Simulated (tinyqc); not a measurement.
Elastic trap-assisted tunnelling through a dielectric: two steps of the calculation.

Emitter at x = 0 (Fermi level 0), collector at x = t (Fermi level -V), band edge U(x) = phi - F x, F = V/t. A trap at x has the energy E = U(x) - Et. With G(u) = (4/(3 F)) sqrt(mo/C) max(u, 0)^1.5, C = hbar^2/(2 m0): S1 = G(phi - E) - G(Et), S2 = G(Et) - G(phi - V - E), T1,2 = exp(-S1,2). The steady rate through one trap is nu T1 T2 (f1 - f2)/(T1 + T2), f1 = f(E), f2 = f(E + V), f(y) = 1/(1 + exp(y/Vt)); both contacts offer states at E.

Inputs (values chosen for the exercise); dielectric values close to those of silicon dioxide:
```
symbol   value   unit                                           meaning
T          350      K                                       temperature
phi        3.1     eV             barrier above the emitter Fermi level
mo        0.49     m0                                   tunnelling mass
t          4.3     nm                                         thickness
Et        2.63     eV  trap depth below the band edge of the dielectric
Nt      1.3e18  cm^-3                                      trap density
nu        1e14    1/s                                 attempt frequency
n           11                                       points of the grid
V         1.87      V                                           voltage
xa        1.42     nm                              left end of the grid
xb        2.45     nm                             right end of the grid
```

Constants: q = 1.602176634e-19 C, kB = 1.380649e-23 J/K, hbar = 1.054571817e-34 J s, m0 = 9.1093837015e-31 kg, Vt = kB T/q, hbar^2/(2 m0) = 0.0380998212 eV nm^2. Results are converted to the units shown.

Task 1. Rate through a trap near the best position. n equally spaced x from xa to xb, where nearly all of the current flows; J = q Nt times the integral of the rate, by Simpson's rule.

Give: x; E; S1; S2; f1 - f2; rate; J.

Result 1.

```
point  x (nm)   E (eV)     S1     S2  f1 - f2  rate (1/s)
0       1.420  -0.1475  17.45  29.12   0.9925       22.41
1       1.523  -0.1923  18.79  28.25   0.9983       54.02
2       1.626  -0.2371  20.13  27.36   0.9996       131.4
3       1.729  -0.2819  21.49  26.46   0.9999       321.7
4       1.832  -0.3267  22.85  25.54    1.000       757.6
5       1.935  -0.3715  24.22  24.61    1.000        1221
6       2.038  -0.4163  25.60  23.67    1.000       664.0
7       2.141  -0.4611  26.99  22.72    1.000       186.8
8       2.244  -0.5059  28.39  21.75    1.000       46.72
9       2.347  -0.5507  29.80  20.77    1.000       11.45
10      2.450  -0.5955  31.21  19.78    1.000       2.780
```

J = 7.440e-6 A/cm^2

Task 2. The best-placed trap against direct tunnelling. At x = xs: E, S1, S2 and the occupation (T1 f1 + T2 f2)/(T1 + T2). Direct tunnelling at E = 0 has S = (4/(3 F)) sqrt(mo/C) [phi^1.5 - max(phi - V, 0)^1.5].

xs = 1.94 nm

Wanted: E; S1; S2; occupation; S of direct tunnelling.

Result 2.

E = -0.3737 eV
S1 = 24.29
S2 = 24.57
occupation = 0.5691
S of direct tunnelling = 45.01

Range of the model: Phonon-assisted (inelastic) capture, chains of traps and a spread of trap depths are left out.

Numbers from tinyqc (`OMP_NUM_THREADS=1 python tinyqc.py 2370101 2370102 out.jsonl`; about 0.03 s on one thread of a shared Intel Xeon 2.30GHz).
